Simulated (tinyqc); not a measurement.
# Worked calculation: abrupt p-n junction, non-linear Poisson equation by Newton steps

Numbers from tinyqc (`OMP_NUM_THREADS=1 python tinyqc.py 2000171 2000172 out.jsonl`; about 0.01 s on one thread of a shared Intel Xeon 2.30GHz). Printed values are rounded.

One dimension, p side on the left, n side on the right; net doping C = -Na for x < 0 and +Nd for x > 0. The potential psi is counted from the intrinsic level, and the quasi-Fermi potentials are flat: 0 for holes and -V for electrons, so n = ni exp((psi + V)/Vt) and p = ni exp(-psi/Vt) (Boltzmann statistics, full ionisation, no current).

Values chosen for this exercise; band and dielectric values those of a made-up semiconductor:
- T = 300 K (temperature)
- Eg = 0.985 eV (band gap)
- eps_r = 11 (relative permittivity)
- Nc = 2.65e19 cm^-3 (conduction-band density of states at T)
- Nv = 2.44e19 cm^-3 (valence-band density of states at T)
- Na = 3.4e15 cm^-3 (acceptor density of the p side)
- Nd = 5.6e15 cm^-3 (donor density of the n side)
- V = 0 V (bias of the p side against the n side)

Constants: q = 1.602176634e-19 C, kB = 1.380649e-23 J/K, Vt = kB T/q, eps0 = 8.8541878128e-14 F/cm where lengths are in cm. Results are converted to the units shown.

## Intrinsic density, end potentials and Debye lengths

ni = sqrt(Nc Nv) exp(-Eg/(2 Vt)), Eg in volts; psi_p = -Vt ln(Na/ni), psi_n = Vt ln(Nd/ni) - V; Debye length sqrt(eps0 eps_r Vt/(q N)).

ni = 1.354197e11 cm^-3
psi_p = -0.2619042 V
psi_n = 0.2748041 V
Debye length, p side = 67.98657 nm
Debye length, n side = 52.97471 nm

## Net doping on the mesh

| node | x (nm) |
|---|---|
| 0 | -994 |
| 1 | -691 |
| 2 | -459 |
| 3 | -281 |
| 4 | -144 |
| 5 | -40 |
| 6 | 40 |
| 7 | 133 |
| 8 | 242 |
| 9 | 368 |
| 10 | 515 |
| 11 | 686 |

C = -Na for x < 0 and +Nd for x > 0, taken at the nodes.

| node | net doping C (cm^-3) |
|---|---|
| 0 | -3.4e15 |
| 1 | -3.4e15 |
| 2 | -3.4e15 |
| 3 | -3.4e15 |
| 4 | -3.4e15 |
| 5 | -3.4e15 |
| 6 | 5.6e15 |
| 7 | 5.6e15 |
| 8 | 5.6e15 |
| 9 | 5.6e15 |
| 10 | 5.6e15 |
| 11 | 5.6e15 |

## Couplings between neighbouring nodes

a_i = eps0 eps_r/h_i for the interval from node i to i + 1, with h_i = x_(i+1) - x_i in cm.

| interval | coupling a_i (F/cm^2) |
|---|---|
| 0 | 3.214392e-8 |
| 1 | 4.198106e-8 |
| 2 | 5.471689e-8 |
| 3 | 7.109202e-8 |
| 4 | 9.365006e-8 |
| 5 | 1.217451e-7 |
| 6 | 1.047270e-7 |
| 7 | 8.935419e-8 |
| 8 | 7.729847e-8 |
| 9 | 6.625583e-8 |
| 10 | 5.695676e-8 |

## Starting potential

The parabolas of an abrupt Na-Nd junction in the depletion approximation: psi_p + q Na (x + xp)^2/(2 eps0 eps_r) for -xp < x < 0, psi_n - q Nd (xn - x)^2/(2 eps0 eps_r) for 0 < x < xn, flat outside, with W = sqrt(2 eps0 eps_r (psi_n - psi_p)(1/Na + 1/Nd)/q), xp = W Nd/(Na + Nd), xn = W Na/(Na + Nd), psi_p = -Vt ln(Na/ni), psi_n = Vt ln(Nd/ni) - V.

| node | psi at the start (V) |
|---|---|
| 0 | -0.2619042 |
| 1 | -0.2619042 |
| 2 | -0.2619042 |
| 3 | -0.2502456 |
| 4 | -0.1482830 |
| 5 | -0.0007888 |
| 6 | 0.1419889 |
| 7 | 0.2476304 |
| 8 | 0.2748041 |
| 9 | 0.2748041 |
| 10 | 0.2748041 |
| 11 | 0.2748041 |

## Iteration 1: densities, residual and Jacobian diagonal

n_i = ni exp((psi_i + V)/Vt), p_i = ni exp(-psi_i/Vt), rho_i = p_i - n_i + C_i, g_i = (n_i + p_i)/Vt. Box widths w_i = (h_(i-1) + h_i)/2 in cm. Residual F_i = a_i (psi_(i+1) - psi_i) - a_(i-1) (psi_i - psi_(i-1)) + q rho_i w_i; Jacobian: a_(i-1) and a_i beside the diagonal, b_i = -a_(i-1) - a_i - q g_i w_i on it. The two end nodes are fixed.

| node | n (cm^-3) | p (cm^-3) |
|---|---|---|
| 0 | 5.393679e6 | 3.4e15 |
| 1 | 5.393679e6 | 3.4e15 |
| 2 | 5.393679e6 | 3.4e15 |
| 3 | 8.467225e6 | 2.165823e15 |
| 4 | 4.371560e8 | 4.194957e13 |
| 5 | 1.313500e11 | 1.396156e11 |
| 6 | 3.288446e13 | 5.576648e8 |
| 7 | 1.957442e15 | 9.368610e6 |
| 8 | 5.6e15 | 3.274734e6 |
| 9 | 5.6e15 | 3.274734e6 |
| 10 | 5.6e15 | 3.274734e6 |
| 11 | 5.6e15 | 3.274734e6 |

| node | residual F (C/cm^2) | diagonal b (F/cm^2) |
|---|---|---|
| 1 | -2.311634e-17 | -6.377872e-7 |
| 2 | 6.379228e-10 | -5.286634e-7 |
| 3 | 3.496443e-9 | -3.372161e-7 |
| 4 | 8.098796e-11 | -1.678749e-7 |
| 5 | -1.441947e-9 | -2.154106e-7 |
| 6 | 1.396386e-9 | -2.282349e-7 |
| 7 | -2.741034e-9 | -3.166066e-7 |
| 8 | -2.428090e-9 | -5.744479e-7 |
| 9 | 7.161746e-18 | -6.172909e-7 |
| 10 | 8.342254e-18 | -6.750376e-7 |

## Iteration 1: Newton step

Solve the tridiagonal system a_(i-1) d_(i-1) + b_i d_i + a_i d_(i+1) = -F_i for nodes 1 to 10, with d = 0 on fixed nodes. The full step is added.

| node | Newton step d (V) |
|---|---|
| 1 | 0.00015349 |
| 2 | 0.00233190 |
| 3 | 0.01075392 |
| 4 | 0.00003317 |
| 5 | -0.00896889 |
| 6 | -0.00405071 |
| 7 | -0.01173510 |
| 8 | -0.00615705 |
| 9 | -0.00077921 |
| 10 | -0.00007648 |

| node | psi after iteration 1 (V) |
|---|---|
| 0 | -0.2619042 |
| 1 | -0.2617507 |
| 2 | -0.2595723 |
| 3 | -0.2394917 |
| 4 | -0.1482499 |
| 5 | -0.0097577 |
| 6 | 0.1379382 |
| 7 | 0.2358953 |
| 8 | 0.2686471 |
| 9 | 0.2740249 |
| 10 | 0.2747276 |
| 11 | 0.2748041 |

## Course of the Newton iteration

Stop when the largest undamped |d| is below 1e-9 V, or after 80 iterations.

Course of the iteration:

| iteration | largest \|F\| (C/cm^2) | largest \|d\| (V) | at node |
|---|---|---|---|
| 1 | 3.50e-9 | 0.0117 | 7 |
| 2 | 4.14e-10 | 1.79e-3 | 3 |
| 3 | 8.41e-12 | 3.90e-5 | 3 |
| 4 | 3.82e-15 | 1.85e-8 | 3 |
| 5 | 8.59e-22 | 4.33e-15 | 3 |

Converged in 5 iterations. Once the step is below 0.1 Vt, 3 more iteration(s) reach the threshold: near the solution the error is roughly squared each time.

## Converged densities, field and charge

| node | converged psi (V) |
|---|---|
| 0 | -0.2619042 |
| 1 | -0.2617307 |
| 2 | -0.2592763 |
| 3 | -0.2376665 |
| 4 | -0.1476081 |
| 5 | -0.0099932 |
| 6 | 0.1370279 |
| 7 | 0.2341927 |
| 8 | 0.2677380 |
| 9 | 0.2738977 |
| 10 | 0.2747150 |
| 11 | 0.2748041 |

n and p as above; field E_i = -(psi_(i+1) - psi_i)/h_i on each interval; charge on either side of the peak Q = eps0 eps_r |E|max (Gauss).

| node | n (cm^-3) | p (cm^-3) |
|---|---|---|
| 0 | 5.393679e6 | 3.4e15 |
| 1 | 5.429997e6 | 3.377259e15 |
| 2 | 5.970796e6 | 3.071367e15 |
| 3 | 1.377404e7 | 1.331382e15 |
| 4 | 4.487196e8 | 4.086852e13 |
| 5 | 9.200347e10 | 1.993241e11 |
| 6 | 2.714252e13 | 6.756376e8 |
| 7 | 1.163982e15 | 1.575497e7 |
| 8 | 4.260715e15 | 4.304091e6 |
| 9 | 5.407049e15 | 3.391593e6 |
| 10 | 5.580734e15 | 3.286039e6 |
| 11 | 5.6e15 | 3.274734e6 |

| interval | field E (kV/cm) |
|---|---|
| 0 | -0.00573 |
| 1 | -0.10579 |
| 2 | -1.21403 |
| 3 | -6.57360 |
| 4 | -13.23221 |
| 5 | -18.37764 |
| 6 | -10.44782 |
| 7 | -3.07755 |
| 8 | -0.48886 |
| 9 | -0.05560 |
| 10 | -0.00521 |

peak |E| = 18.37764 kV/cm
charge Q = 17.89910 nC/cm^2

## Check against the exact first integral and the depletion approximation

ni = sqrt(Nc Nv) exp(-Eg/(2 Vt)), Eg in volts. Exact first integral for an abrupt junction with thick neutral sides: psi_p = -Vt ln(Na/ni), psi_n = Vt ln(Nd/ni) - V, psi_j = (Nd psi_n + Na psi_p - Vt (Nd - Na))/(Na + Nd) at the junction, n_j = ni exp((psi_j + V)/Vt), p_j = ni exp(-psi_j/Vt), and E_j^2 = (2 q/(eps0 eps_r)) [Nd (psi_n - psi_j - Vt) + Vt (n_j + p_j)] (minority densities of the neutral sides neglected). Depletion approximation: Vbi = Vt ln(Na Nd/ni^2), W = sqrt(2 eps0 eps_r (Vbi - V)(1/Na + 1/Nd)/q), xp = W Nd/(Na + Nd), xn = W Na/(Na + Nd), peak field 2 (Vbi - V)/W, capacitance eps0 eps_r/W.

psi_j = 0.06572827 V
exact field at the junction = 18.37359 kV/cm
Vbi = 0.5367083 V
W = 555.3764 nm
peak field in the depletion approximation = 19.32773 kV/cm

The depletion approximation gives a peak field 5.2 % above the exact one, since it leaves out the Debye tails of the majority carriers at the edges of the depleted layer. The 12-node mesh above gave 18.38 kV/cm on the interval that holds the junction, 0.022 % above the exact value.
